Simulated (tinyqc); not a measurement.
# Programming of a floating-gate cell by Fowler-Nordheim tunnelling: effects of single changes

Per tunnel area the floating gate has Ctun = 3.9 eps0/tox to the channel (0 V) and Ccg to the control gate, Ct = Ctun/(1 - ag), no other coupling. With the threshold shift U = -Q/Ccg the field is F = ag (Vg - U)/tox, and dU/dt = J/Ccg. Fowler-Nordheim: J = A F^2 exp(-B/F), A = q^2/(16 pi^2 hbar mo phi) (times 1e14 for A/cm^2 with F in V/nm, emitter mass m0), B = (4/3) sqrt(mo/C) phi^1.5, C = hbar^2/(2 m0).

Inputs (values chosen for the exercise); oxide values close to those of silicon dioxide: tunnel barrier phi = 3.15 eV; tunnelling mass mo = 0.49 m0; tunnel oxide thickness tox = 7.4 nm; coupling ratio Ccg/Ct ag = 0.51; threshold shift at the start Vt0 = -0.6 V; control-gate voltage Vg = 17.5 V.

Constants: q = 1.602176634e-19 C, hbar = 1.054571817e-34 J s, m0 = 9.1093837015e-31 kg, eps0 = 8.8541878128e-14 F/cm where lengths are in cm, hbar^2/(2 m0) = 0.0380998212 eV nm^2. Results are converted to the units shown.

Each table varies one quantity; the others keep the values above.

## Programming by a staircase of pulses

Pulse i = 1, 2, ... has the height 16 V + (i - 1) 0.4 V and lasts 4.3 us; each starts from the U that the last one left. Exact: exp(B/F(t)) = exp(B/F(0)) + K t, K = A B ag/(Ccg tox), and U = Vg - tox F/ag.

Programming by a staircase of pulses:

| N | last pulse (V) | U (V) | gain of the last pulse (V) | F at its end (V/nm) |
|---|---|---|---|---|
| 1 | 16.000 | -0.52248 | 0.077518 | 1.1387 |
| 2 | 16.400 | -0.40063 | 0.12185 | 1.1579 |
| 3 | 16.800 | -0.22495 | 0.17568 | 1.1733 |
| 4 | 17.200 | 0.0069825 | 0.23194 | 1.1849 |
| 6 | 18.000 | 0.61224 | 0.32266 | 1.1983 |
| 8 | 18.800 | 1.3336 | 0.37014 | 1.2038 |
| 11 | 20.000 | 2.4988 | 0.39374 | 1.2062 |
| 14 | 21.200 | 3.6917 | 0.39875 | 1.2067 |
| 18 | 22.800 | 5.2902 | 0.39985 | 1.2068 |

What does the table show?

The gain of a pulse rises from 0.0775 to 0.400 V and settles at the step of 0.4 V: the field at the end of a pulse becomes steady, 1.21 V/nm, so U follows the gate one to one whatever it started from. It is within 5 % of the step from pulse 11 on among the rows. In every row the field stays above 10 MV/cm, which wears the oxide.

## Threshold shift against time

Same model as above.

Threshold shift against time:

| t (s) | F (V/nm) | J (A/cm^2) | U (V) | dU/dlog10 t (V) |
|---|---|---|---|---|
| 1.5e-7 | 1.246 | 0.07436 | -0.5767 | 0.05288 |
| 9.8e-7 | 1.238 | 0.06378 | -0.4591 | 0.2963 |
| 6.3e-6 | 1.204 | 0.03278 | 0.03408 | 0.9791 |
| 4e-5 | 1.134 | 0.007479 | 1.041 | 1.418 |
| 0.00025 | 1.057 | 0.001153 | 2.166 | 1.367 |
| 0.0016 | 0.9852 | 1.594e-4 | 3.205 | 1.209 |
| 0.01 | 0.9230 | 2.245e-5 | 4.108 | 1.064 |
| 0.065 | 0.8670 | 3.048e-6 | 4.921 | 0.9393 |
| 0.41 | 0.8181 | 4.303e-7 | 5.630 | 0.8365 |

What does the comparison show?

U rises from -0.577 to 5.63 V, while J falls by 5.24 decades, at the end as t^(-1.06). Well past t0 = 5.35e-6 s the stored charge chokes the field and U gains only 0.836 V a decade. In every row the starting field exceeds 12 MV/cm, where the oxide would wear out or break down quickly.

Range of the model: Programming fields of 10 MV/cm and more wear the oxide; trapping and the channel potential are ignored.

tinyqc, about 0.02 s, one thread, Intel Xeon 2.30GHz (shared host): `OMP_NUM_THREADS=1 python tinyqc.py 2130110 2130111 out.jsonl`
